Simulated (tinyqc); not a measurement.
Range and order of the fit: effective mass of the heavy-hole band from tabulated energies.

c = hbar^2/2m0.
Constants: hbar^2/2m0 = 3.80998211 eV angstrom^2.

Energies along [110], from the band edge downward:

| k (1/angstrom) | E (meV) |
|---|---|
| 0.000000 | 0.00000 |
| 0.012000 | 0.83530 |
| 0.024000 | 3.31340 |
| 0.036000 | 7.35170 |
| 0.048000 | 12.81440 |
| 0.060000 | 19.51680 |
| 0.072000 | 27.23410 |
| 0.084000 | 35.71530 |
| 0.096000 | 44.70290 |

reference mass (curvature of the model at k = 0.0001 1/angstrom) = 0.655015 m0

Least-squares fits of E = a k^2 (+ b k^4 + d k^6) over points 1 to n, and the line y = c k^2/E against E; errors of m against the reference.

Results:

| n | E at point n (meV) | one term (%) | two terms (%) | three terms (%) | line (%) | rms residual, one term (meV) |
|---|---|---|---|---|---|---|
| 3 | 7.4 | 2.28 | 0.00 | 0.00 | -0.02 | 0.026 |
| 4 | 12.8 | 3.93 | 0.02 | 0.00 | -0.06 | 0.079 |
| 5 | 19.5 | 6.05 | 0.06 | 0.00 | -0.13 | 0.184 |
| 6 | 27.2 | 8.66 | 0.14 | -0.02 | -0.25 | 0.362 |
| 7 | 35.7 | 11.79 | 0.29 | -0.04 | -0.43 | 0.637 |
| 8 | 44.7 | 15.44 | 0.57 | -0.08 | -0.70 | 1.029 |

The error of the parabola goes from +2.28 to +15.44 % as the range widens, and at n = 8 its residual, 1.03 meV, is only 2.3 % of the top energy: a small residual does not vouch for the mass. Over the full range (n = 8) the best form is three terms (0.08 %); the line errs by -0.02 % at n = 3 and -0.70 % at n = 8. Without scatter, a narrower range or a second term is the cure: at n = 8 the errors are +15.44, +0.57 and -0.08 % for one, two and three terms. Three terms on three points interpolate exactly.

(tinyqc, `OMP_NUM_THREADS=1 python tinyqc.py 1880280 1880281 out.jsonl`, Intel(R) Xeon(R) Processor @ 2.30GHz, 1 thread, shared host, about 0.01 s.)
